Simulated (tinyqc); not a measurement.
Cluster expansion of a binary alloy: correlations, fit, cross-validation and ground states. From one set of inputs to another, one input at a time. Computed by tinyqc, a small Python program. Command: `OMP_NUM_THREADS=1 python tinyqc.py 3014557 3014558 out.jsonl clex ladder`. One thread of a shared host (Intel(R) Xeon(R) Processor @ 2.30GHz), about 0.2 s of CPU time with the checks.

s = +1 for A and -1 for B. Energy per site E = J0 + J1 P(point) + sum over clusters of m V P, with P the mean product of spins; V > 0 on a pair favours unlike neighbours. Clusters per site m: pair 1 6, pair 2 3, pair 3 12, triplet 8; the triplet is the triangle of first neighbours. Formation energies are counted from the line between pure A and pure B, which removes J0 and J1.

The inputs printed are set A. Inputs not listed in the table keep their values of set A, so the rows need not describe a real material.

Inputs (values chosen for the exercise, for a model alloy): first-pair interaction V1 = 8.74 meV; second-pair interaction V2 = -3.6 meV; third-pair interaction V3 = 0.34 meV; triplet interaction Vt = -1 meV; noise amplitude = 1.4 meV/site; temperature T = 380 K; fraction x of B = 0.16.

Lattice: fcc.

correlations P, counted on periodic cells, rows A, A3B L1_2, A3B D0_22, A3B (001) layers, A2B (001) layers, AB L1_0, AB L1_1, A2B2 (001) layers, AB2 (001) layers, AB3 L1_2, AB3 D0_22, AB3 (001) layers, B, columns point, pair 1, pair 2, pair 3, triplet:
```
[[1.000000, 1.000000, 1.000000, 1.000000, 1.000000],
 [0.500000, 0.000000, 1.000000, 0.000000, -0.500000],
 [0.500000, 0.000000, 0.666667, 0.333333, -0.500000],
 [0.500000, 0.333333, 0.666667, 0.000000, 0.500000],
 [0.333333, 0.111111, 0.555556, -0.333333, 0.333333],
 [0.000000, -0.333333, 1.000000, -0.333333, 0.000000],
 [0.000000, 0.000000, -1.000000, 0.000000, 0.000000],
 [0.000000, 0.333333, 0.333333, -0.333333, 0.000000],
 [-0.333333, 0.111111, 0.555556, -0.333333, -0.333333],
 [-0.500000, 0.000000, 1.000000, 0.000000, 0.500000],
 [-0.500000, 0.000000, 0.666667, 0.333333, 0.500000],
 [-0.500000, 0.333333, 0.666667, 0.000000, -0.500000],
 [-1.000000, 1.000000, 1.000000, 1.000000, -1.000000]]
```

standard normal numbers for the noise (0 for the pure ends): A 0.000, A3B L1_2 -0.482, A3B D0_22 0.233, A3B (001) layers -0.299, A2B (001) layers 1.897, AB L1_0 -0.985, AB L1_1 0.288, A2B2 (001) layers 0.057, AB2 (001) layers -0.532, AB3 L1_2 -0.670, AB3 D0_22 -0.173, AB3 (001) layers -0.617, B 0.000

Constants: k_B = 8.617333262e-05 eV/K.

Method:
- Design matrix of formation energies: m (P - 1) for pairs and m (P(triplet) - P(point)) for the triplet; x = (1 - P(point))/2.
- Exact: X V with V = (V1, V2, V3, Vt). The data to fit add the noise amplitude times the normal numbers, standing for what the clusters leave out.
- Leave out pair 3: A = X^T X and b = X^T E (E being the data with noise) over these three columns; solve A V = b. The root-mean-square error runs over the structures between the pure ends.
- Random alloy: P(pair) = p^2, P(triplet) = p^3, p = 1 - 2x, so H_mix = (p^2 - 1) sum m V(pairs) + (p^3 - p) m Vt; G_mix = H_mix + k_B T [x ln x + (1 - x) ln(1 - x)]. To first order in 1/T the Warren-Cowley parameter of shell 1 is alpha_1 = -(1 - p^2) V_eff/(k_B T), V_eff = V1 + (number of triplets on a first-neighbour bond) p Vt, that number being 4.

Each row keeps all changes above it; columns: (1) input moved; (2) from; (3) to; (4) mixing free energy G_mix (meV/site); (5) alpha_1; (6) root-mean-square error of the three-cluster fit (meV/site):
```
(1)                                (2)    (3)      (4)       (5)     (6)
set A                                -      -  -36.052  -0.09883  1.5243
noise amplitude (meV/site)         1.4    4.1  -36.052  -0.09883  2.9365
triplet interaction Vt (meV)        -1    1.5  -43.363  -0.21047  2.9365
second-pair interaction V2 (meV)  -3.6      1  -50.782  -0.21047  2.9365
third-pair interaction V3 (meV)   0.34  -0.84  -43.170  -0.21047  4.5198
fraction x of B                   0.16   0.22  -53.002  -0.25363  4.5198
temperature T (K)                  380    970  -79.791  -0.09936  4.5198
first-pair interaction V1 (meV)   8.74   9.25  -81.891  -0.10355  4.5198
```

Which inputs carry the difference?

Mixing free energy G_mix goes from -36.1 to -81.9, -45.8 in all. The largest single move comes from temperature T (-26.8), and third-pair interaction V3 works against it (+7.61). alpha_1 goes from -0.0988 to -0.104, -0.00472 in all. The largest single move comes from temperature T (+0.154), but it runs against the net change; the largest move in the direction of the net change is triplet interaction Vt (-0.112). Root-mean-square error of the three-cluster fit goes from 1.52 to 4.52, a factor 2.97 in all. The largest single move comes from noise amplitude (a factor 1.93). The single moves hold for this order of the switches; the total does not depend on the order.

Caution (rows triplet interaction Vt): G_mix lies above the hull of the ordered structures at this x, so the random alloy is not the equilibrium state at T. Caution (rows triplet interaction Vt, second-pair interaction V2, third-pair interaction V3, fraction x of B): so large an alpha_1 is beyond the first-order expansion.

Extremes, crossings and ranges named in words are read from the listed rows.
